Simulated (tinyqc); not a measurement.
Worked calculation: Tersoff bond-order potential. Computed by tinyqc, a small Python program that keeps every step. Command: `OMP_NUM_THREADS=1 python tinyqc.py 3022549 3022550 out.jsonl tersoff walk`. One thread of a shared host (Intel(R) Xeon(R) Processor @ 2.30GHz), about 0.01 s of CPU time with the checks. Intermediate numbers are printed to about 5 digits and carried at full precision; extremes and crossings named in words are read from the listed rows.

E = (1/2) sum_(i, j != i) [A exp(-lambda r_ij) - b_ij B exp(-mu r_ij)], b_ij = (1 + (beta zeta_ij)^n)^(-1/(2n)), zeta_ij = sum_(k != i, j) g(theta_ijk), g = 1 + c^2/d^2 - c^2/(d^2 + (h - cos theta)^2), with theta at atom i. Only nearest neighbours count (cut-off function 1 for them, 0 beyond).

Inputs (values chosen for the exercise, modelled on germanium):
```
quantity                  value        unit
A                        1791.8          eV
B                        418.88          eV
lambda                   2.4451  1/angstrom
mu                       1.7047  1/angstrom
beta                   8.73e-07           -
n                        0.7606           -
c                        108800           -
d                          15.6           -
h                       -0.4269           -
bond length r_12           2.33    angstrom
bond length r_13           2.41    angstrom
angle theta at atom 1       107     degrees
```

Constants: 1 eV/angstrom^3 = 160.2176634 GPa.

## An open trimer

Atom 1 binds atoms 2 and 3, which do not interact. b_12 = b_13 follow from zeta = g(theta); b_21 = b_31 = 1. E = sum over the two bonds of A exp(-lambda r) - (b + 1)/2 B exp(-mu r).

g(theta) = 3618.0

bond order b_12 = 0.99184

repulsive terms (eV): 6.0128  4.9445

attractive terms B exp(-mu r) (eV): 7.8903  6.8844

energy of the trimer = -3.7571 eV

g is least (g = 1) at cos theta = h, 115.3 degrees, wider than the tetrahedral 109.47.

## The diamond lattice

zeta = 3 g(cos theta = -1/3). With z equal bonds of order b, r = ln(lambda A/(mu b B))/(lambda - mu) and E per atom = -(z/2) b B exp(-mu r)(1 - mu/lambda). a0 = 4 r/sqrt3; B0 = phi''(r)/(3 a0) with phi'' = mu (lambda - mu) b B exp(-mu r), since b does not change under uniform scaling.

zeta = 5252.4

bond order b = 0.98921

bond length = 2.4648 angstrom

energy per atom of the diamond lattice = -3.7565 eV

lattice constant a0 = 5.6922 angstrom

bulk modulus B0 = 73.452 GPa

## Elastic constants of the diamond lattice

Second derivatives of the energy per atom, volume V = a0^3/8: e_xx gives C11; e_xx = -e_yy gives 2 (C11 - C12); e_xy = e_yx = s/2 with a sublattice shift u_z gives C44 = (E_ss - E_su^2/E_uu)/V and Kleinman's parameter |E_su/E_uu|/(a0/4).

C11 = 137.09 GPa

C12 = 41.632 GPa

C44 = 65.636 GPa

Kleinman's parameter = 0.48846

## Unrelaxed vacancy

Each of the four neighbours loses one bond; its three other bonds now have zeta = 2 g, for the direction that starts at it. E_v = -E + 12 x (1/2)(b(3g) - b(2g)) B exp(-mu r), where -E is the pair-like cost.

b(2g) = 0.99204

unrelaxed vacancy energy E_v = 3.6498 eV

Stronger back bonds return 0.107 eV, so E_v is 97 % of the cohesive energy.

## Energy against coordination

Angles seen from one bond (cos theta: count): chain -1: 1; graphitic -1/2: 2; diamond -1/3: 3; square net 0: 2, -1: 1; simple cubic 0: 4, -1: 1; bcc 1/3: 3, -1/3: 3, -1: 1; fcc 1/2: 4, 0: 2, -1/2: 4, -1: 1.

Relaxed structures:
```
structure      z        zeta       b  r (angstrom)  E per atom (eV)  E per bond (eV)
dimer          1           0  1.0000        2.4501          -0.9734          -1.9468
chain          2  6.5560e+04  0.9318        2.5456          -1.5415          -1.5415
graphitic      3  2.1381e+03  0.9945        2.4576          -2.8676          -1.9117
diamond        4  5.2524e+03  0.9892        2.4648          -3.7565          -1.8782
square net     4  1.3836e+05  0.8869        2.6123          -2.6192          -1.3096
simple cubic   6  2.1116e+05  0.8518        2.6668          -3.4387          -1.1462
bcc            8  4.1655e+05  0.7786        2.7881          -3.4076          -0.8519
fcc           12  8.2711e+05  0.6844        2.9624          -3.3381          -0.5564
```

The lowest are diamond, simple cubic and bcc, the first two 0.318 eV apart. The bond order falls from 1 to 0.684 and the bond weakens from -1.95 to -0.56 eV, as b^(lambda/(lambda - mu)) with exponent 3.30. With the same z = 4 the square net lies 1.14 eV above diamond, from its angles alone. Caution: in bcc and other dense structures second neighbours can fall inside the usual cut-off; they are left out here.

Checks made by the program: (C11 + 2 C12)/3 against B0 (relative difference 2e-08).
